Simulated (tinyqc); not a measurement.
# Gate voltage from the surface potential

Inverse problem. At the source end, Vgs + Vsb - Vfb - psi = gamma sqrt(G), G = psi - Vt + Vt exp((psi - 2 phiF - Vsb)/Vt), and the voltage over the insulator is gamma sqrt(G). Find that voltage and Vgs.

Values chosen for this exercise: temperature T = 300 K; flat-band voltage Vfb = -0.97 V; source-body reverse bias Vsb = 0 V.

Constants: q = 1.602176634e-19 C, kB = 1.380649e-23 J/K, Vt = kB T/q. Results are converted to the units shown.

psi = 0.90741230 V
phiF = 0.43849289 V
gamma = 1.9465231 V^0.5

Answer. In this direction the relation is explicit: no iteration is needed.

voltage over the insulator = 1.913 V
Vgs = 1.850 V

Program tinyqc, `OMP_NUM_THREADS=1 python tinyqc.py 2360033 2360034 out.jsonl`; Intel Xeon 2.30GHz, shared host, one thread, about 0.03 s.
